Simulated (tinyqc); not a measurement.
From barrier height back to potential of the wafer psi_2: a particle near a wafer in liquid: double-layer and van der Waals forces (DLVO), deposition barrier and removal. Computed by tinyqc, a small Python program. Command: `OMP_NUM_THREADS=1 python tinyqc.py 3113948 3113949 out.jsonl dlvo inv`. One thread of a shared host (Intel(R) Xeon(R) Processor @ 2.30GHz), about 0.01 s of CPU time with the checks.

Sphere and flat wall, Derjaguin approximation, constant potentials in the linear-superposition form, no retardation and no hydration force.

Inputs (values chosen for the exercise, of the order of those for alumina on silica in water):

| quantity | value | unit |
|---|---|---|
| particle radius R | 84 | nm |
| Hamaker constant A | 1.2e-20 | J |
| potential of the particle psi_1 | -41 | mV |
| salt concentration c | 0.029 | mol/L |
| valence z of the symmetric salt | 1 | - |
| temperature T | 293 | K |
| dielectric constant of the liquid | 80.2 | - |

Constants: e = 1.602176634e-19 C; N_A = 6.02214076e+23 1/mol; eps_0 = 8.8541878128e-12 F/m; k_B = 1.380649e-23 J/K; k_B = 8.617333262e-05 eV/K.

Method:
- kappa^2 = 2 z^2 e^2 N_A (1000 c)/(eps eps_0 k_B T); gamma_i = tanh(z e psi_i/(4 k_B T)); Z = 64 pi eps eps_0 (k_B T/(z e))^2 gamma_1 gamma_2.
- U(h) = Z R exp(-kappa h) - A R/(6 h); F(h) = -dU/dh = kappa Z R exp(-kappa h) - A R/(6 h^2), positive for repulsion.
- F = 0 reads x^2 exp(-x) = y with x = kappa h and y = A kappa/(6 Z); the left side peaks at x = 2 with 4/e^2 = 0.5413, so roots exist for smaller y: x < 2 is the barrier, x > 2 the secondary minimum.

Problem. A run gave the result below. Find the potential of the wafer psi_2, known to lie between -30 and -16 mV.

barrier height = 40.08108 k_B T

Solution.

Each step takes the trial c = (a f_b - b f_a)/(f_b - f_a), f being the result less the target; c replaces end b, the old b replaces a if the sign of f changed, and otherwise f_a is halved.

Scan of the range:

| potential of the wafer psi_2 (mV) | barrier height (k_B T) |
|---|---|
| -30.0 | 82.7945 |
| -27.7 | 72.7201 |
| -25.3 | 62.3083 |
| -23.0 | 52.4751 |
| -20.7 | 42.8406 |
| -18.3 | 33.0754 |
| -16.0 | 24.0875 |

False position (Illinois rule) inside the bracket:

| step | end a | end b | trial | barrier height (k_B T) |
|---|---|---|---|---|
| 1 | -20.7000 | -18.3000 | -20.0218 | 40.0474 |
| 2 | -20.7000 | -20.0218 | -20.0379 | 40.1137 |
| 3 | -20.0218 | -20.0379 | -20.0300 | 40.0811 |
| 4 | -20.0379 | -20.0300 | -20.0300 | 40.0811 |

Barrier height falls at every point of a 13-point scan of the range (every second point is shown), so one value fits; it is bracketed by -20.7 and -18.3. Answer: potential of the wafer psi_2 = -20.03 mV.
